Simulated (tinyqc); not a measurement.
Changing the potential of the particle psi_1: a particle near a wafer in liquid: double-layer and van der Waals forces (DLVO), deposition barrier and removal. Computed by tinyqc, a small Python program. Command: `OMP_NUM_THREADS=1 python tinyqc.py 3110091 3110092 out.jsonl dlvo sweep`. One thread of a shared host (Intel(R) Xeon(R) Processor @ 2.30GHz), about 0.01 s of CPU time with the checks.

Sphere and flat wall, Derjaguin approximation, constant potentials in the linear-superposition form, no retardation and no hydration force.

Inputs (values chosen for the exercise, of the order of those for silica on silicon in water):

| quantity | value | unit |
|---|---|---|
| particle radius R | 26 | nm |
| Hamaker constant A | 1.1e-20 | J |
| potential of the wafer psi_2 | -16 | mV |
| salt concentration c | 0.003 | mol/L |
| valence z of the symmetric salt | 1 | - |
| temperature T | 323 | K |
| dielectric constant of the liquid | 69.9 | - |

Constants: e = 1.602176634e-19 C; N_A = 6.02214076e+23 1/mol; eps_0 = 8.8541878128e-12 F/m; k_B = 1.380649e-23 J/K; k_B = 8.617333262e-05 eV/K.

Method:
- kappa^2 = 2 z^2 e^2 N_A (1000 c)/(eps eps_0 k_B T); gamma_i = tanh(z e psi_i/(4 k_B T)); Z = 64 pi eps eps_0 (k_B T/(z e))^2 gamma_1 gamma_2.
- U(h) = Z R exp(-kappa h) - A R/(6 h); F(h) = -dU/dh = kappa Z R exp(-kappa h) - A R/(6 h^2), positive for repulsion.
- F = 0 reads x^2 exp(-x) = y with x = kappa h and y = A kappa/(6 Z); the left side peaks at x = 2 with 4/e^2 = 0.5413, so roots exist for smaller y: x < 2 is the barrier, x > 2 the secondary minimum.
- The barrier height is zero when U = 0 and F = 0 together: kappa h = 1 and kappa = 6 Z/(e A), e = 2.718282 here; c follows from kappa^2, with the potentials held fixed.

One run for each value:

| potential of the particle psi_1 (mV) | barrier height (k_B T) | critical concentration (mol/L) | gamma_1 |
|---|---|---|---|
| -100 | 37.20 | 0.3483 | -0.7154 |
| -88 | 33.50 | 0.2952 | -0.6586 |
| -77 | 29.66 | 0.2442 | -0.5990 |
| -66 | 25.40 | 0.1925 | -0.5319 |
| -54 | 20.32 | 0.1380 | -0.4503 |
| -42 | 14.88 | 0.0884 | -0.3603 |
| -31 | 9.75 | 0.0502 | -0.2715 |
| -20 | 4.74 | 0.0215 | -0.1777 |
| -8 | 0.16 | 0.0035 | -0.0717 |

Over the rows, barrier height (k_B T) falls from 37.2 to 0.164; critical concentration (mol/L) falls from 0.348 to 0.00350; gamma_1 rises from -0.715 to -0.0717. gamma_1 bends over once |psi| exceeds about 2 k_B T/(z e) = 56 mV, so further charge gains less.

Extremes, crossings and ranges named in words are read from the listed rows.
